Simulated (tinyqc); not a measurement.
p-n junction with a stepped n side, non-linear Poisson equation by Newton steps: one step of the calculation.

One dimension, p side on the left, n side on the right; net doping C = -Na for x < 0, +N1 for 0 < x < L1 and +Nd beyond. The potential psi is counted from the intrinsic level, and the quasi-Fermi potentials are flat: 0 for holes and -V for electrons, so n = ni exp((psi + V)/Vt) and p = ni exp(-psi/Vt) (Boltzmann statistics, full ionisation, no current). Under reverse bias this makes the minority densities vanishingly small everywhere; they play no part in the charge.

Task. Newton step. Solve the tridiagonal system a_(i-1) d_(i-1) + b_i d_i + a_i d_(i+1) = -F_i for nodes 1 to 13, with d = 0 on fixed nodes. Each component d is damped to sign(d) Vt ln(1 + |d|/Vt) before it is added.

Parameters, values chosen for the exercise: temperature T = 273 K.

Constants: q = 1.602176634e-19 C, kB = 1.380649e-23 J/K, Vt = kB T/q. Results are converted to the units shown.

coupling a_i, interval 0 to 13 (F/cm^2): 5.4343163e-9  1.1323989e-8  2.3611168e-8  4.9379124e-8  1.0219759e-7  2.1397621e-7  4.4655904e-7  3.9964427e-7  3.5786961e-7  3.2096431e-7  2.8451130e-7  2.5677145e-7  2.3342859e-7  2.0541716e-7

```
node  diagonal b (F/cm^2)  residual F (C/cm^2)
1           -1.9216370e-6                   ~0
2           -9.4889554e-7                   ~0
3           -5.1090127e-7                   ~0
4           -3.6167864e-7                   ~0
5           -4.1730876e-7                   ~0
6           -7.0888933e-7         2.8908546e-6
7           -1.6587904e-6        -2.9080593e-6
8           -1.6652087e-6                   ~0
9           -1.6916478e-6                   ~0
10          -1.7417626e-6                   ~0
11          -1.8110543e-6                   ~0
12          -1.8917876e-6                   ~0
13          -2.0072889e-6                   ~0
```

psi at the start, node 0 to 14 (V): -0.3491863  -0.3491863  -0.3491863  -0.3491863  -0.3491863  -0.3491863  -0.3491863  6.1244361  6.1244361  6.1244361  6.1244361  6.1244361  6.1244361  6.1244361  6.1244361

Give: Newton step d, before damping; psi after iteration 1.

Result.

Newton step d, before damping, node 1 to 13 (V): 0.0000  0.0017  0.0679  0.7018  2.4508  4.4445  -0.5926  -0.1493  -0.0328  -0.0062  -0.0010  -0.0001  0.0000
psi after iteration 1, node 0 to 14 (V): -0.3492  -0.3492  -0.3476  -0.3173  -0.2685  -0.2397  -0.2258  6.0476  6.0775  6.1039  6.1189  6.1235  6.1243  6.1244  6.1244

Program tinyqc, `OMP_NUM_THREADS=1 python tinyqc.py 2000055 2000056 out.jsonl`; Intel Xeon 2.30GHz, shared host, one thread, about 0.02 s.

~0 in a residual or rate marks an entry under 1e-11 of the largest of its column.
